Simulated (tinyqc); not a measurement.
What moves the results: Slater-Koster d bands of an fcc metal. A value that a table varies takes the place of the one given here.

Slater-Koster d bands. For a bond with direction cosines (l, m, n) the 5 x 5 block is dds Ps + ddp Pp + ddd (1 - Ps - Pp), the projectors on sigma, pi and delta states about the bond; for instance <xy|xy> = 3 l^2 m^2 dds + (l^2 + m^2 - 4 l^2 m^2) ddp + (n^2 + l^2 m^2) ddd, <xy|yz> = 3 l m^2 n dds + l n (1 - 4 m^2) ddp + l n (m^2 - 1) ddd and <3z2-r2|3z2-r2> = (n^2 - (l^2 + m^2)/2)^2 dds + 3 n^2 (l^2 + m^2) ddp + (3/4)(l^2 + m^2)^2 ddd. H(k) sums the blocks times cos(k.R) over the neighbours; the d level is the zero of energy; k in 2 pi/a.

Neighbours: twelve at (a/2)(1,1,0) and equivalents.

Mesh: k = f1 b1 + f2 b2 + f3 b3 with fractions (j + 1/2)/N, j = 0 to N - 1, and b = (-1,1,1), (1,-1,1), (1,1,-1) for fcc, (0,1,1), (1,0,1), (1,1,0) for bcc, unit vectors for simple cubic. The lowest Nd/10 of all levels are filled with two electrons each; the bond energy is their sum per atom.

Inputs chosen for the exercise (of the size met in Ir; shifted at random, so the results belong to these values and not to a real crystal):
```
symbol  value   unit  meaning
dds     -1.067  eV    dd sigma
ddp     0.63    eV    dd pi
ddd     -0.075  eV    dd delta
N       10            mesh
f2      0.487         factor for second neighbours in bcc
```

## Band filling: full bands against the rectangular model

W = sqrt(12 mu2) with mu2 the mean square level on the mesh; rectangular model: Fermi level W (Nd/10 - 1/2), bond energy -W Nd (10 - Nd)/20. The Fermi level of the mesh is the highest filled level.

Per atom (eV):
```
Nd  EF, bands  bond energy, bands  EF, rectangle  bond energy, rectangle
1      -2.817              -3.628         -2.993                  -3.367
2      -2.212              -6.145         -2.244                  -5.985
3      -1.604              -8.006         -1.496                  -7.856
4      -0.745              -9.176         -0.748                  -8.978
5       0.108              -9.452          0.000                  -9.352
6       1.037              -8.857          0.748                  -8.978
7       1.633              -7.507          1.496                  -7.856
8       2.264              -5.548          2.244                  -5.985
9       2.778              -2.995          2.993                  -3.367
```

W = 7.482 eV
full width on the mesh = 8.614 eV

The bond energy is deepest at Nd = 5 (-9.452 eV); the rectangle has its minimum at 5. The two differ most at Nd = 8, by 0.438 eV or 5 % of the deepest value: the second moment fixes the parabola, and higher moments the rest. At Nd = 3 and 7 the bands give -8.006 and -7.507 eV, a skew towards less than half filling.

## Which lattice a d-band metal prefers

fcc has twelve neighbours, bcc eight and six (the six times f2), simple cubic six. The integrals of bcc and sc are scaled so that all three have the second moment of fcc, which stands for equal repulsion (structural energy difference theorem). s and p electrons are left out.

Bond energy per atom:
```
Nd  fcc (eV)  bcc - fcc (meV)  sc - fcc (meV)
1     -3.628              228              15
2     -6.145               66              14
3     -8.006             -174             266
4     -9.176             -410             499
5     -9.452              -15             571
6     -8.857              395             179
7     -7.507              450            -233
8     -5.548              160            -583
9     -2.995             -191            -619
```

scale factors: bcc 1.1285, sc 1.4142

mu3/mu2^1.5: fcc -0.222, bcc -0.209, sc 0.000

mu4/mu2^2: fcc 1.868, bcc 1.738, sc 2.218

largest change of a difference when N is raised to 14 = 30 meV

fcc is lowest for Nd = 1, 2 and 6. bcc is lowest for Nd = 3, 4 and 5. sc is lowest for Nd = 7, 8 and 9. bcc gains most on fcc at Nd = 4 (-410 meV). A small fourth moment marks a two-peaked band, which tends to favour fillings near one half; bcc has -7 % against fcc, and at Nd = 5 it lies -15 meV from fcc (differences of a few tens of meV are within the error of the mesh; hcp is left out, and this d-only model can miss the lattice of the real metal). The third moments, from three-membered rings, skew the bands. That simple cubic wins anywhere comes from keeping d bands and equal second moments alone; no transition metal takes it. Differences below about 30 meV are within the error of this mesh, and the s and p electrons left out weigh most where the d band is nearly empty or full.

## What each integral does

Levels at Gamma, E(t2g) = 3 dds + 4 ddp + 5 ddd, E(eg) = 1.5 dds + 6 ddp + 4.5 ddd, and W = sqrt(12 mu2), the width of a rectangular band with the same second moment mu2 = z (dds^2 + 2 ddp^2 + 2 ddd^2)/5, z = 12. Each row changes one parameter from the base and keeps the others.

Results:
```
case              t2g (eV)  eg (eV)  W (eV)
base               -1.0560   1.8420  7.4816
dds = -1.227 eV    -1.5360   1.6020  8.1575
ddp = 0.7245 eV    -0.6780   2.4090  7.9591
ddd = -0.0862 eV   -1.1120   1.7916  7.4885
```

The largest shifts from the base row, up to three for each result and ties (the steps differ in size, so this ranks the rows, not the parameters). t2g (eV): dds -0.4800, ddp +0.3780, ddd -0.0560. eg (eV): ddp +0.5670, dds -0.2400, ddd -0.0504. W (eV): dds +0.6759, ddp +0.4775, ddd +0.0069. The ratio of the shifts of t2g and eg names the integral: 3 : 1.5 for dds, 4 : 6 for ddp, 5 : 4.5 for ddd.

(tinyqc, `OMP_NUM_THREADS=1 python tinyqc.py 1482241 1482242 out.jsonl`, Intel(R) Xeon(R) Processor @ 2.30GHz, 1 thread, shared host, about 0.06 s.)
